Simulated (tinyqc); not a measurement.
Averaged masses of warped heavy- and light-hole bands: one step. Masses along six directions. Two cases, with inputs chosen for the exercise.

Problem. Give s and both masses.

Four-band hole energies E = c k^2 f(u), c = hbar^2/2m0, f = g1 -/+ 2 sqrt(g2^2 + 3 (g3^2 - g2^2) s), s = ux^2 uy^2 + uy^2 uz^2 + uz^2 ux^2 for the unit vector u; minus for heavy, plus for light holes; the mass along u is 1/f.

Give: Masses (m0).

Case 1.

Values chosen (out of a larger set: near those of Ge; not measured data):
- g1 = 13.57 (Luttinger gamma1)
- g2 = 4.3 (gamma2)
- g3 = 5.62 (gamma3)

Solution.

Masses (m0):
```
direction        s   heavy   light
[100]      0.00000  0.2012  0.0451
[110]      0.25000  0.3415  0.0413
[111]      0.33333  0.4292  0.0403
[210]      0.16000  0.2766  0.0425
[311]      0.15702  0.2748  0.0426
[331]      0.27424  0.3635  0.0410
```

The heavy mass grows by a factor of 2.13 from [100] to [111] while the light one shrinks by 11 %; 1/m_heavy + 1/m_light = 2 g1 in every direction.

Case 2.

Values chosen (out of a larger set: near those of InAs; not measured data):
- g1 = 20 (Luttinger gamma1)
- g2 = 8.5 (gamma2)
- g3 = 9.21 (gamma3)

Solution.

Masses (m0):
```
direction        s   heavy   light
[100]      0.00000  0.3333  0.0270
[110]      0.25000  0.5196  0.0263
[111]      0.33333  0.6329  0.0260
[210]      0.16000  0.4340  0.0265
[311]      0.15702  0.4316  0.0265
[331]      0.27424  0.5483  0.0262
```

The heavy mass grows by a factor of 1.90 from [100] to [111] while the light one shrinks by 4 %; 1/m_heavy + 1/m_light = 2 g1 in every direction.

Computed by tinyqc, one run a case: `OMP_NUM_THREADS=1 python tinyqc.py N N+1 out.jsonl` with N = 1050693, 1050789; one thread of a shared Intel(R) Xeon(R) Processor @ 2.30GHz, about 0.02 s a run at most.
